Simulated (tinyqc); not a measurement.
# Van der Pauw, Hall and four-point-probe measurements on a doped layer, step by step

Program tinyqc, `OMP_NUM_THREADS=1 python tinyqc.py 2850212 2850213 out.jsonl`; Intel Xeon 2.30GHz, shared host, one thread, about 0.03 s. Printed values are rounded.

A uniform p-type layer with sheet resistance Rs = 1/(q ns mu), point contacts, low field (mu B small).

Inputs (values chosen for the exercise):
- ns = 3.4e13 cm^-2 (sheet density of the layer)
- mu = 17 cm^2/(V s) (drift mobility)
- rH = 1 (Hall factor)
- B = 0.55 T (magnetic field)
- I = 500 uA (current)
- ar = 1.75 (side ratio a/b of a rectangular sample with corner contacts)
- t = 850 nm (thickness of the layer)

Constants: q = 1.602176634e-19 C. Results are converted to the units shown.

## Resistances and Hall voltage

Rs = 1/(q ns mu). For a rectangle with contacts at the corners, RA = (8 Rs/pi) sum_(k>=0) ln coth((2k + 1) pi a/(2 b)) with current along a short side b and voltage along the opposite one, RB the same with a and b exchanged; Hall voltage VH = rH B I/(q ns), negative for electrons.

Rs = 10798.5 ohm/square
RA = 225.259 ohm
RB = 9479.14 ohm
VH = 5.04828 mV

RB/RA = 42.1; for a square both equal Rs ln 2/pi = 2380 ohm.

## Starting value

z = 2 ln 2/(pi (RA + RB)), exact for RA = RB.

z at the start = 0.0454712 mS

## Iteration 1: new z

The van der Pauw equation exp(-pi RA z) + exp(-pi RB z) = 1 is solved for z = 1/Rs: e1 = exp(-pi RA z), e2 = exp(-pi RB z), f = e1 + e2 - 1, f' = -pi (RA e1 + RB e2), z(new) = z - f/f'.

e1 = 0.968333
e2 = 0.258176
f = 0.226509
f' = -8.37363 kohm
z after iteration 1 = 0.0725215 mS

## Iteration 2: new z

As before.

e1 = 0.949973
e2 = 0.115364
f = 0.0653373
f' = -4.10777 kohm
z after iteration 2 = 0.0884273 mS

## Course of the iteration

Stop when the step is below 1e-10 mS, or after 40 iterations.

Course of the iteration:

| iteration | z before the step (mS) | step (mS) |
|---|---|---|
| 1 | 0.0454712 | 0.0271 |
| 2 | 0.0725215 | 0.0159 |
| 3 | 0.0884273 | 3.99e-3 |
| 4 | 0.0924140 | 1.91e-4 |
| 5 | 0.0926054 | 4.09e-7 |
| 6 | 0.0926058 | 1.86e-12 |

Converged in 6 iterations.

## Sheet density, mobility and bulk values

converged z = 0.0926058 mS

Rs = 1/z; Hall sheet density B I/(q |VH|); Hall mobility |VH|/(Rs B I); true values ns = rH times the Hall density, mu = Hall mobility/rH; bulk density ns/t, resistivity Rs t; correction factor F = Rs/[(pi/ln 2)(RA + RB)/2].

Rs = 10798.5 ohm/square
Hall sheet density = 3.4e13 cm^-2
Hall mobility = 17 cm^2/(V s)
ns = 3.4e13 cm^-2
mu = 17 cm^2/(V s)
bulk density = 4e17 cm^-3
resistivity = 0.917869 ohm cm
F = 0.491019

Taking the mean of RA and RB without F would overstate Rs by 100 %.
